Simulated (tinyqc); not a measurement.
# Thin-body transistor below threshold, two-dimensional Poisson equation on a small mesh: effects of single changes

A thin body on a thick buried insulator of low permittivity, taken as carrying no normal field at the bottom of the body (row 0). Mobile charge is neglected (subthreshold), the body is fully depleted, and potentials are counted from the intrinsic level; rows run upward to the gate, columns from source to drain.

Inputs (values chosen for the exercise); semiconductor permittivity close to that of silicon:
- T = 300 K (temperature)
- eps_r = 11.6 (relative permittivity of the semiconductor)
- eox = 7.5 (relative permittivity of the insulator)
- tb = 5 nm (body thickness)
- tox = 3.3 nm (insulator thickness)
- L = 46 nm (channel length)
- Na = 0 cm^-3 (acceptor density of the depleted body)
- Vbi = 0.54 V (potential of the source)
- Vfb = -0.06 V (gate offset)
- Vg = 0.05 V (gate voltage)
- Vd = 0.5 V (drain voltage)

Constants: q = 1.602176634e-19 C, kB = 1.380649e-23 J/K, Vt = kB T/q, eps0 = 8.8541878128e-14 F/cm where lengths are in cm. Results are converted to the units shown.

Each table varies one quantity; the others keep the values above.

## Effect of the gate voltage

Mesh: rows i = 0..12 in the semiconductor (step hs = tb/12, row 12 on the interface), then 8 step(s) ho = tox/8 up to the gate row 20; columns j = 0..80 (step hy = L/80). Box integration, divided by eps0: up_i = eps hy/h of the interval above row i, dn_i = that of the interval below (0 for row 0), lat_i = (sum of eps h/2 over the intervals above and below)/hy, s_i = -q Na w_i hy/eps0 with w_i the semiconductor height of the box (hs/2 for row 0 and the interface row, hs between, 0 in the insulator). Each free node obeys (up + dn + 2 lat) psi = up psi(above) + dn psi(below) + lat [psi(left) + psi(right)] + s. Fixed values: gate row Vg - Vfb; column 0 at Vbi and the last column at Vbi + Vd in the semiconductor, each running linearly to Vg - Vfb across the insulator. The system is solved directly. On row 0 the minimum of psi and its place come from a parabola through the three lowest nodes; barrier = Vbi - minimum, swing = Vt ln 10/(d psi/dVg), DIBL = (d psi/dVd)/(d psi/dVg) there. Lambda = pi/k with k the smallest positive root of tan(k tox) tan(k tb) = eox/eps_r.

Effect of the gate voltage:

| Vg (V) | L/Lambda | barrier (V) | place y/L | swing (mV/decade) | DIBL (mV/V) |
|---|---|---|---|---|---|
| -0.2 | 2.404 | 0.6334 | 0.4635 | 62.93 | 20.88 |
| -0.12 | 2.404 | 0.5577 | 0.4598 | 62.96 | 20.32 |
| -0.04 | 2.404 | 0.4821 | 0.4553 | 63.00 | 19.66 |
| 0.04 | 2.404 | 0.4065 | 0.4497 | 63.05 | 18.85 |
| 0.12 | 2.404 | 0.3310 | 0.4423 | 63.13 | 17.84 |
| 0.2 | 2.404 | 0.2557 | 0.4321 | 63.26 | 16.55 |

Read the table: what changes, and by how much?

As Vg goes from -0.2 to 0.2 V, the barrier falls from 0.633 to 0.256 V, the swing rises from 62.9 to 63.3 mV a decade and DIBL falls from 20.9 to 16.6 mV/V; the ideal swing is 59.5. The barrier top moves from y/L = 0.463 to 0.432, towards the source.

## Refining the mesh

The mesh has 2 c steps in the semiconductor (rows from 0 up to the interface), c steps in the insulator and 8 c along the channel, each uniform. The system is solved directly; psi is read on row 0 at mid-channel.

Results:

| c | unknowns | psi at mid-channel (V) | d psi/dVg |
|---|---|---|---|
| 1 | 21 | 0.1529 | 0.9369 |
| 2 | 90 | 0.1472 | 0.9453 |
| 3 | 207 | 0.1462 | 0.9468 |
| 6 | 846 | 0.1455 | 0.9477 |
| 8 | 1512 | 0.1454 | 0.9479 |
| 12 | 3420 | 0.1454 | 0.9480 |

Estimate the missing row, c = 4.

Computed row:

| c | unknowns | psi at mid-channel (V) | d psi/dVg |
|---|---|---|---|
| 4 | 372 | 0.1458 | 0.9474 |

With this row back in the table: psi at mid-channel goes from 0.1529 V on the coarsest mesh to 0.1454 V on the finest, a difference of 7.5 mV. d psi/dVg changes by 0.0084 from c = 1 to 2, by 0.0021 from 2 to 4 and by 5.2e-4 from 4 to 8, a ratio of 4.0 between the last two, near the 4 of a second-order scheme.

## Effect of the insulator thickness

Same model as above.

Effect of the insulator thickness:

| tox (nm) | L/Lambda | barrier (V) | place y/L | swing (mV/decade) | DIBL (mV/V) |
|---|---|---|---|---|---|
| 1.3 | 3.316 | 0.4216 | 0.4629 | 60.39 | 4.589 |
| 1.8 | 3.015 | 0.4168 | 0.4592 | 60.89 | 7.264 |
| 2.5 | 2.689 | 0.4085 | 0.4543 | 61.79 | 12.01 |
| 3.5 | 2.344 | 0.3940 | 0.4475 | 63.41 | 20.61 |
| 4.8 | 2.024 | 0.3720 | 0.4391 | 66.05 | 34.51 |
| 6.6 | 1.715 | 0.3384 | 0.4276 | 70.55 | 57.92 |

As tox goes from 1.3 to 6.6 nm, the barrier falls from 0.422 to 0.338 V, the swing rises from 60.4 to 70.6 mV a decade and DIBL rises from 4.59 to 57.9 mV/V; the ideal swing is 59.5. L/Lambda goes from 3.3 to 1.7.

Numbers from tinyqc (`OMP_NUM_THREADS=1 python tinyqc.py 2480170 2480171 out.jsonl`; about 0.1 s on one thread of a shared Intel Xeon 2.30GHz).
